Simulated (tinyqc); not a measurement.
X-ray reflectivity of a thin film on silicon: critical angles, Parratt recursion, fringes and roughness: one step, computed by the program tinyqc.

n = 1 - delta + i beta; the classical electron radius is r_e = 2.8179403e-6 nm. Layer 0 is vacuum, 1 the film, 2 the substrate.

Question. Optical constants. delta = r_e lambda^2 rho_e/(2 pi), rho_e = density x electrons per mass x N_A; critical angle sqrt(2 delta), q_c = 4 sqrt(pi r_e rho_e).

Inputs (values chosen for the exercise, modelled on Al2O3 on silicon, copper K-alpha radiation):

| quantity | value | unit |
|---|---|---|
| wavelength lambda | 0.15406 | nm |
| film density rho | 2.93 | g/cm^3 |
| effective electrons per unit mass, film | 0.492 | mol/g |
| beta/delta, film | 0.012 | - |
| substrate density | 2.33 | g/cm^3 |
| effective electrons per unit mass, substrate | 0.507 | mol/g |
| beta/delta, substrate | 0.023 | - |

Constants: N_A = 6.02214076e+23 1/mol.

Give: the table «Constants» with the columns rho_e (1/nm^3), delta, beta, critical angle (degrees), q_c (1/nm), for layer = film, substrate.

Answer.

Constants:

| layer | rho_e (1/nm^3) | delta | beta | critical angle (degrees) | q_c (1/nm) |
|---|---|---|---|---|---|
| film | 868.1 | 9.241e-06 | 1.109e-07 | 0.2463 | 0.3507 |
| substrate | 711.4 | 7.573e-06 | 1.742e-07 | 0.2230 | 0.3174 |
